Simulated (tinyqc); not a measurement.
Inside a calculation. Method: bound state in one dimension: Numerov shooting, finite differences, DVR. Computed by tinyqc, a small Python program that keeps every step. Settings: points = 96. Command: `OMP_NUM_THREADS=1 python tinyqc.py 22587 22588 out.jsonl` (the two numbers bound the seeds that draw the settings). One thread of a shared host (Intel(R) Xeon(R) Processor @ 2.60GHz), about 0.01 s of CPU time with the checks.

## Numerov steps at E = 0.1

One particle of mass 1 in V = 9.26 (1 - exp(-0.74 x))^2 (atomic units), psi = 0 at both ends:
```
parameter                 value
left end              -1.600000
right end                     7
intervals                    96
h                      0.089583
state sought (nodes)          2
```

k_i = 2 m (E - V_i); (1 + h^2 k_(i+1)/12) y_(i+1) = 2 (1 - 5 h^2 k_i/12) y_i - (1 + h^2 k_(i-1)/12) y_(i-1), from y_0 = 0, y_1 = 0.001.

Points along the way:
```
i           x          V           k          y
0   -1.600000  47.607358  -95.014715   0.000000
1   -1.510417  39.213320  -78.226640   0.001000
2   -1.420833  32.094563  -63.989126   0.002636
3   -1.331250  26.077791  -51.955582   0.005649
4   -1.241667  21.012183  -41.824367   0.011045
5   -1.152083  16.766546  -33.333092   0.020178
32   1.266667   3.426795   -6.653591   4.925341
33   1.356250   3.715677   -7.231355   6.046513
34   1.445833   3.996618   -7.793237   7.521215
35   1.535417   4.268812   -8.337625   9.469955
36   1.625000   4.531670   -8.863339  12.057401
37   1.714583   4.784780   -9.369560  15.509534
```

## Bisection on the node count

With more sign changes than the state has nodes (the last point included) the energy is too high, else too low; the bracket starts as 0.1 to 10.

Trials:
```
trial           E  sign changes  y at the right end   next
1      5.05000000             2            3.70e+04  raise
2      7.52500000             3           -1.87e+01  lower
3      6.28750000             3           -8.24e+01  lower
4      5.66875000             2            5.94e+03  raise
5      5.97812500             2            1.36e+03  raise
6      6.13281250             2            3.96e+02  raise
7      6.21015625             2            1.10e+02  raise
8      6.24882813             2            3.45e+00  raise
9      6.26816406             3           -4.19e+01  lower
10     6.25849609             3           -1.98e+01  lower
11     6.25366211             3           -8.35e+00  lower
12     6.25124512             3           -2.49e+00  lower
13     6.25003662             2            4.70e-01  raise
14     6.25064087             3           -1.01e+00  lower
...           ...           ...                 ...    ...
28     6.25022814             3           -8.17e-05  lower
29     6.25022812             3           -3.65e-05  lower
30     6.25022811             3           -1.38e-05  lower
```

eigenvalue = 6.25022811 hartree

## The same grid by other methods

Three-point finite differences and the sine-DVR kinetic matrix of Colbert and Miller on the same points.

Lowest levels (hartree):
```
state  finite differences       DVR
0                1.521589  1.523849
1                4.152864  4.160863
2                6.236568  6.250296
3                7.776628  7.792125
4                8.781167  8.793476
```
